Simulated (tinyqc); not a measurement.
From results back to parameters: free and nearly free electrons in a metal. Three cases, with inputs chosen for the exercise.

Problem. A free-electron metal with 4 atoms in the cubic cell and z electrons an atom has EF = c kF^2/m, (hbar omega_p)^2 = 8 pi c (e^2/(4 pi eps0)) n/m and kF = (3 pi^2 n)^(1/3), c = hbar^2/2m0.

Constants: hbar^2/2m0 = 3.80998211 eV angstrom^2; e^2/(4 pi eps0) = 14.39964547 eV angstrom.

Case 1.

Values chosen (out of a larger set: near those of Al; not measured data): a = 4.083 angstrom (fcc lattice constant).

EF = 11.46478 eV
hbar omega_p = 15.59118 eV

Case 2.

Values chosen (out of a larger set: near those of Cu, whose d bands this model ignores; not measured data): a = 3.638 angstrom (fcc lattice constant).

EF = 6.94254 eV
hbar omega_p = 10.70270 eV

Case 3.

Values chosen (out of a larger set: near those of Ag, whose d bands this model ignores; not measured data): a = 4.121 angstrom (fcc lattice constant).

EF = 5.41051 eV
hbar omega_p = 8.87735 eV

Find: kF; m; z.

Solution. (hbar omega_p)^2/EF = (8/(3 pi)) (e^2/(4 pi eps0)) kF gives kF; EF then gives m, and n = kF^3/(3 pi^2) gives z.

Case 1.

kF = 1.7347 1/angstrom
m = 1.00 m0
z = 3.00

Case 2.

kF = 1.3499 1/angstrom
m = 1.00 m0
z = 1.00

Case 3.

kF = 1.1917 1/angstrom
m = 1.00 m0
z = 1.00

Computed by tinyqc, one run a case: `OMP_NUM_THREADS=1 python tinyqc.py N N+1 out.jsonl` with N = 1681677, 1681712, 1681758; one thread of a shared Intel(R) Xeon(R) Processor @ 2.30GHz, about 0.01 s a run at most.
